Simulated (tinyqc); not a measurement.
G0W0 on RHF in the 6-31g basis, for H3+, spin multiplicity 1, step by step. One step of it, computed by the program tinyqc.

Task: G0W0 on Hartree-Fock: LUMO. W(p,q,m) = sqrt2 sum_ia (pq|ia) (X+Y)_ia,m; Sigma_c(x) = sum_(i,m) W^2/(x - e_i + w_m) + sum_(a,m) W^2/(x - e_a - w_m); solve x = e_p + Sigma_c(x) by Newton steps; Z = 1/(1 - dSigma/dx); 1 hartree = 27.211386 eV.

orbital energies (hartree): MO1 -1.148045, MO2 -0.331782, MO3 -0.007168, MO4 0.435749, MO5 0.574596, MO6 1.125352

Two-electron integrals over orbitals (pq|rs), unique and non-zero (hartree):
```
(11|11) 0.668133    (21|11) -0.000064   (21|21) 0.120575    (22|11) 0.493902
(22|21) 0.000048    (22|22) 0.465993    (31|11) 0.086995    (31|21) 0.000006
(31|22) 0.008716    (31|31) 0.048958    (32|11) 0.000021    (32|21) -0.060874
(32|22) -0.000033   (32|31) -0.000013   (32|32) 0.066256    (33|11) 0.386984
(33|21) -0.000036   (33|22) 0.358295    (33|31) 0.013346    (33|32) 0.000034
(33|33) 0.331232    (41|11) -0.118927   (41|21) 0.000049    (41|22) -0.070835
(41|31) -0.020299   (41|32) -0.000008   (41|33) -0.033123   (41|41) 0.065401
(42|11) 0.000078    (42|21) -0.036987   (42|22) 0.000020    (42|31) 0.000011
(42|32) 0.010433    (42|33) 0.000016    (42|41) -0.000044   (42|42) 0.027968
(43|11) -0.019581   (43|21) 0.000021    (43|22) -0.004976   (43|31) 0.000254
(43|32) -0.000020   (43|33) -0.005398   (43|41) 0.018817    (43|42) -1.73e-06
(43|43) 0.021483    (44|11) 0.487046    (44|21) -0.000082   (44|22) 0.389997
(44|31) 0.056059    (44|32) 0.000036    (44|33) 0.327063    (44|41) -0.045809
(44|42) 0.000059    (44|43) 0.008876    (44|44) 0.426834    (51|11) 2.99e-06
(51|21) -0.079012   (51|22) -0.000059   (51|31) -4.15e-06   (51|32) 0.021832
(51|33) 1.57e-06    (51|41) -0.000021   (51|42) 0.040217    (51|43) -8.64e-07
(51|44) 0.000039    (51|51) 0.071120    (52|11) -0.148737   (52|21) -0.000043
(52|22) -0.111688   (52|31) -0.015699   (52|32) 0.000008    (52|33) -0.036550
(52|41) 0.058325    (52|42) -1.56e-06   (52|43) 0.001882    (52|44) -0.083022
(52|51) 0.000071    (52|52) 0.093843    (53|11) 0.000012    (53|21) -0.025447
(53|22) -0.000016   (53|31) -1.06e-06   (53|32) 0.037317    (53|33) 0.000024
(53|41) 3.15e-06    (53|42) -0.003344   (53|43) -0.000013   (53|44) 0.000025
(53|51) 0.000816    (53|52) -0.000008   (53|53) 0.035232    (54|11) -0.000025
(54|21) 0.083968    (54|22) 0.000034    (54|31) 0.000016    (54|32) -0.039017
(54|33) -0.000022   (54|41) 0.000040    (54|42) -0.028469   (54|43) 0.000019
(54|44) -0.000039   (54|51) -0.059632   (54|52) -0.000037   (54|53) -0.015776
(54|54) 0.066712    (55|11) 0.478125    (55|21) 0.000135    (55|22) 0.444104
(55|31) 0.012531    (55|32) -0.000069   (55|33) 0.339090    (55|41) -0.079652
(55|42) -0.000015   (55|43) -0.006137   (55|44) 0.380383    (55|51) -0.000134
(55|52) -0.120252   (55|53) -0.000030   (55|54) 0.000105    (55|55) 0.447284
(61|11) -0.073082   (61|21) -0.000025   (61|22) 0.032818    (61|31) -0.058381
(61|32) 0.000022    (61|33) -0.015081   (61|41) 0.021610    (61|42) 0.000010
(61|43) 0.020025    (61|44) -0.031205   (61|51) 0.000015    (61|52) -0.023484
(61|53) 1.66e-06    (61|54) -0.000030   (61|55) 0.036216    (61|61) 0.119319
(62|11) -0.000039   (62|21) 0.088631    (62|22) 0.000023    (62|31) 0.000018
(62|32) -0.039718   (62|33) -0.000020   (62|41) 0.000038    (62|42) -0.038178
(62|43) 3.04e-06    (62|44) -0.000055   (62|51) -0.068155   (62|52) -0.000037
(62|53) -0.001760   (62|54) 0.066214    (62|55) 0.000097    (62|61) -0.000052
(62|62) 0.085475    (63|11) -0.135707   (63|21) 0.000023    (63|22) -0.069872
(63|31) -0.035450   (63|32) -5.03e-07   (63|33) -0.039461   (63|41) 0.043819
(63|42) -0.000030   (63|43) 0.008348    (63|44) -0.075665   (63|51) -0.000006
(63|52) 0.046806    (63|53) 0.000005    (63|54) 0.000007    (63|55) -0.063783
(63|61) 0.039310    (63|62) 0.000017    (63|63) 0.054018    (64|11) 0.026289
(64|21) 0.000049    (64|22) -0.036521   (64|31) 0.038178    (64|32) -0.000035
(64|33) 0.001028    (64|41) -0.002923   (64|42) -0.000022   (64|43) -0.006328
(64|44) 0.019205    (64|51) -0.000028   (64|52) 0.028138    (64|53) -0.000008
(64|54) 0.000049    (64|55) -0.043203   (64|61) -0.078286   (64|62) 0.000064
(64|63) -0.019518   (64|64) 0.061357    (65|11) 0.000020    (65|21) -0.106119
(65|22) -0.000070   (65|31) -0.000011   (65|32) 0.060865    (65|33) 0.000023
(65|41) -0.000030   (65|42) 0.044415    (65|43) -0.000014   (65|44) 0.000059
(65|51) 0.078119    (65|52) 0.000068    (65|53) 0.021776    (65|54) -0.082021
(65|55) -0.000167   (65|61) 0.000030    (65|62) -0.093178   (65|63) -0.000008
(65|64) -0.000054   (65|65) 0.120174    (66|11) 0.655310    (66|21) -0.000118
(66|22) 0.500209    (66|31) 0.079696    (66|32) 0.000053    (66|33) 0.388448
(66|41) -0.140585   (66|42) 0.000103    (66|43) -0.023442   (66|44) 0.476485
(66|51) 0.000035    (66|52) -0.160825   (66|53) 0.000021    (66|54) -0.000073
(66|55) 0.494426    (66|61) -0.067124   (66|62) -0.000091   (66|63) -0.143925
(66|64) 0.020649    (66|65) 0.000080    (66|66) 0.693160
```

excitation energies w (hartree): 1.001375  1.220187  1.708910  1.874771  2.508365

X + Y:
```
             1         2          3          4          5
1>2   0.892511  0.000037   0.000042  -0.099583  -0.000016
1>3  -0.000045  0.961962  -0.051324   0.000007  -0.053758
1>4  -0.000137  0.076339   0.959276  -0.000278   0.040562
1>5   0.197945  0.000024   0.000314   0.947589   0.000036
1>6   0.000034  0.104039  -0.064733  -0.000035   0.947737
```

Give: The 12 largest terms at x = e_p; Newton steps; quasiparticle energy of the LUMO; Hartree-Fock value.

Result:

The 12 largest terms at x = e_p (hartree; W for the signs of X + Y given):
```
q  m        W       term
1  1   0.1301     0.0093
2  3  -0.0997    -0.0058
1  4  -0.1229     0.0056
3  1  -0.0707    -0.0038
6  1   0.0928    -0.0035
6  4  -0.1038    -0.0032
5  3   0.0824    -0.0026
4  4   0.0591    -0.0013
4  1  -0.0354    -0.0007
3  4   0.0378    -0.0007
2  5   0.0393    -0.0006
5  5  -0.0269  -2.12e-04
```

Newton steps (hartree):
```
step        x  Sigma_c(x)       Z
0     -0.3318     -0.0077  0.9819
1     -0.3394     -0.0076  0.9819
2     -0.3394     -0.0076  0.9819
```

quasiparticle energy of the LUMO = -9.2352 eV

Hartree-Fock value = -9.0283 eV
